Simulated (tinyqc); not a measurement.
Octagonal on-chip spiral inductor, lumped pi model: quality factor against frequency.

Outer diameter do = di + 2 n wd + 2 (n - 1) sp, mean da = (do + di)/2, fill p = (do - di)/(do + di), length l = 3.314 n da. L = 2.25 mu0 n^2 da/(1 + 3.55 p), mu0 = 4 pi 1e-7 H/m. Rs = rho l/(wd delta (1 - exp(-th/delta))), delta = sqrt(rho/(pi f mu0)). Cs = n wd^2 eps0 eo/hu across the coil. At each end Cox = l wd eps0 eo/(2 ho) leads to the substrate branch Rsi = 2 rs he/(l wd) in parallel with Csi = l wd eps0 11.7/(2 he). With one end grounded Y = 1/(Rs + i w L) + i w Cs + 1/[1/(i w Cox) + 1/(1/Rsi + i w Csi)], w = 2 pi f; Q = -Im Y/Re Y. Eddy currents in neighbouring turns and in the substrate are left out.

Apparent inductance Im(1/Y)/w; share of the loss Re(substrate branch)/Re Y.

Values chosen for this exercise; values of the order met in silicon radio-frequency processes: number of turns n = 1.5; line width wd = 8 um; space between turns sp = 1.5 um; inner diameter di = 80 um; metal thickness th = 2 um; metal resistivity rho = 3 uohm cm; oxide below the coil ho = 9.2 um; oxide between coil and underpass hu = 0.9 um; relative permittivity of the oxide eo = 4.1; substrate resistivity rs = 10 ohm cm; effective spreading depth in the substrate he = 80 um.

Constants: eps0 = 8.8541878128e-12 F/m. Results are converted to the units shown.

Results:
```
f (GHz)  Rs (ohm)  w L/Rs      Q  apparent inductance (nH)  loss in the substrate (%)
1.8         1.352   3.316  3.313                    0.3967                    0.03891
2.9         1.506   4.798  4.784                    0.3969                     0.1739
4.7         1.716   6.825  6.763                    0.3975                     0.6416
13          2.440   13.28  12.41                    0.4028                      4.950
21          2.981   17.55  15.08                    0.4128                      10.44
34          3.711   22.83  16.36                    0.4418                      20.00
55          4.673   29.32  14.05                    0.5411                      34.35
90          5.956   37.65  5.001                     1.366                      52.43
```

Estimate the missing row, f = 7.7 GHz.

Computed row:
```
f (GHz)  Rs (ohm)  w L/Rs      Q  apparent inductance (nH)  loss in the substrate (%)
7.7         2.009   9.551  9.309                    0.3988                      1.910
```

With this row back in the table: Q goes from 3.31 through a maximum of 16.4 (at f = 34 GHz among the rows listed) to 5.00; the exact peak is 16.4 at 33.7 GHz and Q reaches zero at the self-resonance, 106 GHz. The share of the substrate rises from 0.0389 to 52.4 %, and the apparent inductance ends at 3.45 times L. At the peak the substrate takes 19.8 % of the loss. For f = 55, 90 the coil is longer than 0.15 of a wavelength in the oxide, where one lumped section is rough.

Program tinyqc, `OMP_NUM_THREADS=1 python tinyqc.py 2302208 2302209 out.jsonl`; Intel Xeon 2.30GHz, shared host, one thread, about 0.01 s.
